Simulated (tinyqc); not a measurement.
## Thermal resistances of a two-die stack

Inverse problem. Heat leaves through the lower die only, and the system is linear. Find the resistance R1 from the lower die to the coolant, R2 between the dies, and the rise of the upper die when both are powered.

Parameters, values chosen for the exercise:
- P1 = 29 W (power of the lower die)
- P2 = 6.2 W (power of the upper die)

rises of the lower and upper die with only the lower one powered (K): [23.49, 23.49]
rises of the lower and upper die with only the upper one powered (K): [5.022, 7.068]

Answer. With only the lower die powered no heat crosses R2, so both dies rise by P1 R1; the difference in the second test is P2 R2; rises add.

R1 = 0.810 K/W
R2 = 0.330 K/W
rise of the upper die = 30.6 K

tinyqc, about 0.04 s, one thread, Intel Xeon 2.30GHz (shared host): `OMP_NUM_THREADS=1 python tinyqc.py 2162227 2162228 out.jsonl`
